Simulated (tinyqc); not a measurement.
Short-channel transistor, virtual-source model with series resistance: one step of the calculation.

The current per gate width is the charge at the top of the source barrier (the virtual source) times its velocity times a saturation function; al and be are fitting constants of the model. Units: I in uA/um, Rs in ohm um, so I Rs = 1e-6 I Rs in volts; Q in uC/cm^2, so I = 1e-4 Q vx0 Fsat with vx0 in cm/s.

Question. What the series resistance costs. Intrinsic voltages Vg' = Vgs - I Rs, Vd' = Vds - 2 I Rs. n = n0 + nd Vd', VT = VT0 - dl Vd', Ff = 1/(1 + exp((Vg' - VT + al Vt/2)/(al Vt))), Q = Cinv n Vt ln(1 + exp((Vg' - VT + al Vt Ff)/(n Vt))), Vdsat = (vx0 L/mu)(1 - Ff) + Vt Ff, Fsat = u/(1 + u^be)^(1/be) with u = Vd'/Vdsat, and I = Q vx0 Fsat per width. I0 is the current for Rs = 0. Effective velocity I/Q; transit time L Q/I.

Values chosen for this exercise: temperature T = 300 K; inversion capacitance Cinv = 2.86 uF/cm^2; velocity at the virtual source vx0 = 1.17e7 cm/s; apparent mobility mu = 540 cm^2/(V s); channel length L = 45 nm; threshold at zero drain voltage VT0 = 0.39 V; drain-induced barrier lowering dl = 0.126 V/V; subthreshold factor n0 = 1.3; growth of n with drain voltage nd = 0 1/V; threshold shift (in units of Vt) from weak to strong inversion al = 3.5; sharpness of saturation be = 1.6; series resistance of each contact Rs = 30 ohm um; gate voltage Vgs = 0.75 V; drain voltage Vds = 0.75 V.

Constants: q = 1.602176634e-19 C, kB = 1.380649e-23 J/K, Vt = kB T/q. Results are converted to the units shown.

converged I = 1319.9492 uA/um
I0 = 1486.9453 uA/um

Give: loss against I0; effective velocity; transit time.

Answer.

loss against I0 = 11.23 %
effective velocity = 1.138e7 cm/s
transit time = 0.3954 ps

The carriers leave the virtual source at 97.3 % of vx0: the device is in saturation.

Numbers from tinyqc (`OMP_NUM_THREADS=1 python tinyqc.py 2380082 2380083 out.jsonl`; about 0.01 s on one thread of a shared Intel Xeon 2.30GHz).
